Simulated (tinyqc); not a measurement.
Rigid-ion and shell models of the dielectric response of an ionic crystal: one step, computed by the program tinyqc. Command: `OMP_NUM_THREADS=1 python tinyqc.py 3003916 3003917 out.jsonl shell walk`. One thread of a shared host (Intel(R) Xeon(R) Processor @ 2.30GHz), about 0.01 s of CPU time with the checks.

Charges +Z and -Z; 6 nearest neighbours, Madelung constant M = 1.747565, volume per ion pair Omega = 2.000000 d^3. Energy per pair U = -M Z^2 e2/d + 6 A exp(-d/rho), e2 = e^2/(4 pi eps_0). In the shell model the anion is a core of charge Y - Z and a massless shell of charge -Y, joined by the spring k; the repulsion acts on the shell. Each ion feels the Lorentz field E + (4 pi/3) P (Gaussian units).

Question. As a gate dielectric. Capacitance per area eps_0 eps_s/t; equivalent oxide thickness EOT = t x 3.9/eps_s; the surface optical mode against silicon (eps = 11.7) lies at omega_TO sqrt[(eps_s + 11.7)/(eps_inf + 11.7)], and its squared coupling to channel electrons scales as g = hbar omega_SO [1/(11.7 + eps_inf) - 1/(11.7 + eps_s)], with hbar omega = h c x wavenumber.

Inputs (values chosen for the exercise, for a model crystal): film thickness t = 12 nm.

Structure: rock salt.

omega_TO = 131.5253 1/cm

eps_s = 3.354994

eps_inf = 1.639162

Constants: eps_0 = 8.8541878128e-12 F/m; 1 THz = 33.35640952 1/cm; h x 1 THz = 4.135667696 meV.

Give: capacitance per area; equivalent oxide thickness; surface optical mode; remote-phonon coupling g.

Answer.

capacitance per area = 2.4755 fF/micrometre^2

equivalent oxide thickness = 13.949 nm

surface optical mode = 139.73 1/cm

remote-phonon coupling g = 0.14802 meV
